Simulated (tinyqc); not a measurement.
From results back to parameters: sp3s* tight binding. Three cases, with inputs chosen for the exercise.

Problem. Without spin-orbit coupling the s levels at Gamma are the roots of [[Esa, Vss], [Vss, Esc]], the p levels those of [[Epa, Vxx], [Vxx, Epc]], and the doubly degenerate valence level at X is the lower root of [[Epa, Vxy], [Vxy, Epc]]. The atomic differences are given; the levels below come from hidden parameters.

Find: Esa, Esc, Epa, Epc; |Vss|, |Vxx|, |Vxy|.

Method. The mean of a pair of roots is the mean of the two levels, which with the given difference fixes both; half the splitting, squared, less a quarter of the squared difference is V^2. At X the lower root lies sqrt((dEp/2)^2 + Vxy^2) below the mean p level.

Case 1.

Values chosen (out of a larger set: near a published set for GaSb, fitted to gaps, whose masses and valley positions are rough; not measured data): dEs = 3.371 eV (Esc - Esa); dEp = 2.037 eV (Epc - Epa).

s levels at Gamma (eV): -11.99465  0.79365

p levels at Gamma (eV): 0.00088  3.75212

valence level X5 = -2.39277 eV

Solution.

Esa, Esc, Epa, Epc (eV): -7.286  -3.915  0.858  2.895

|Vss|, |Vxx|, |Vxy| (eV): 6.168  1.575  4.146

Case 2.

Values chosen (out of a larger set: near a published set for GaP, fitted to gaps, whose masses and valley positions are rough; not measured data): dEs = 5.968 eV (Esc - Esa); dEp = 2.989 eV (Epc - Epa).

s levels at Gamma (eV): -13.18304  2.82504

p levels at Gamma (eV): -0.01888  5.24588

valence level X5 = -2.70768 eV

Solution.

Esa, Esc, Epa, Epc (eV): -8.163  -2.195  1.119  4.108

|Vss|, |Vxx|, |Vxy| (eV): 7.427  2.167  5.107

Case 3.

Values chosen (out of a larger set: near a published set for GaAs, fitted to gaps, whose masses and valley positions are rough; not measured data): dEs = 5.686 eV (Esc - Esa); dEp = 2.632 eV (Epc - Epa).

s levels at Gamma (eV): -12.56333  1.56533

p levels at Gamma (eV): -0.00516  4.71316

valence level X5 = -2.88691 eV

Solution.

Esa, Esc, Epa, Epc (eV): -8.342  -2.656  1.038  3.670

|Vss|, |Vxx|, |Vxy| (eV): 6.467  1.958  5.073

Computed by tinyqc, one run a case: `OMP_NUM_THREADS=1 python tinyqc.py N N+1 out.jsonl` with N = 1482323, 1482374, 1482389; one thread of a shared Intel(R) Xeon(R) Processor @ 2.30GHz, about 0.1 s a run at most.
